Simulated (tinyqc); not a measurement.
Inside a calculation. Method: Hubbard chain of 2 sites. One step of it, computed by the program tinyqc.

Problem. Mean-field iteration 2. H(up) = T + U n(down), H(down) = T + U n(up); fill the lowest levels; n(new) = n + mixing (n(out) - n); E = tr T (rho up + rho down) + U sum n_up n_down of the output.

one-body matrix (hopping and site energies) (eV):
```
,1,2
1,0.000000,-1.810000
2,-1.810000,0.000000
```

U = 6.400000 eV

electrons, up and down: 1  1

mixing = 0.200000

n(up) after iteration 1: 1 0.812764, 2 0.187236

n(down) after iteration 1: 1 0.187236, 2 0.812764

Give: levels, up; levels, down; energy; n(up) after iteration 2; n(down) after iteration 2.

Solution.

levels, up (eV): 0.5013  5.8987

levels, down (eV): 0.5013  5.8987

energy = -0.9885 eV

n(up) after iteration 2: 1 0.8244, 2 0.1756

n(down) after iteration 2: 1 0.1756, 2 0.8244
